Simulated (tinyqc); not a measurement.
Resistance of a tapered via with liner, size effect and interface: one step of the calculation.

A round via whose diameter grows from db at the bottom as D(z) = db + 2 z/tan(ang). The fill, of diameter D - 2 tl, starts above the bottom liner (thickness fb tl) and has rho = rho0 (1 + ks lam/(D - 2 tl)); the sidewall liner conducts in parallel with it. The bottom liner and the interface are crossed over the full area pi db^2/4. Spreading in the lines above and below is left out.

Problem. Total resistance. R_fill = sum of the slices; R_bottom = rl fb tl/(pi db^2/4); R_interface = ri/(pi db^2/4); ballistic (Sharvin) limit 1/(Sb pi (db - 2 tl)^2/4); ideal cylinder rho0 hv/(pi db^2/4).

Inputs (values chosen for the exercise); fill metal close to ruthenium: diameter at the bottom db = 12 nm; height hv = 35 nm; bulk resistivity of the fill rho0 = 7.7 uohm cm; liner on the sidewall tl = 0.2 nm; liner at the bottom over that on the sidewall fb = 0.7; resistivity of the liner rl = 470 uohm cm; interface resistivity at the bottom ri = 6.4e-12 ohm cm^2; ballistic conductance per area, about 3/(4 rho0 lam) Sb = 1.5e15 S/m^2.

slice resistance, slice 0 to 9 (ohm): [3.6289382, 3.3045210, 3.0210319, 2.7719467, 2.5519798, 2.3568139, 2.1828962, 2.0272831, 1.8875192, 1.7615442]

Wanted: parts; R; shares; ballistic limit; ideal cylinder.

Solution.

parts (ohm): fill 25.49, bottom liner 5.818, interface 5.659
R = 36.97 ohm
shares (%): fill 68.96, bottom liner 15.74, interface 15.31
ballistic limit = 6.308 ohm
ideal cylinder = 23.83 ohm

The fill is the largest part, and R is 1.55 times the ideal cylinder. With 2000 slices R = 36.982 ohm.

Computed by the program tinyqc: `OMP_NUM_THREADS=1 python tinyqc.py 2750061 2750062 out.jsonl`, one thread of a shared Intel Xeon 2.30GHz, about 0.01 s for the whole run.
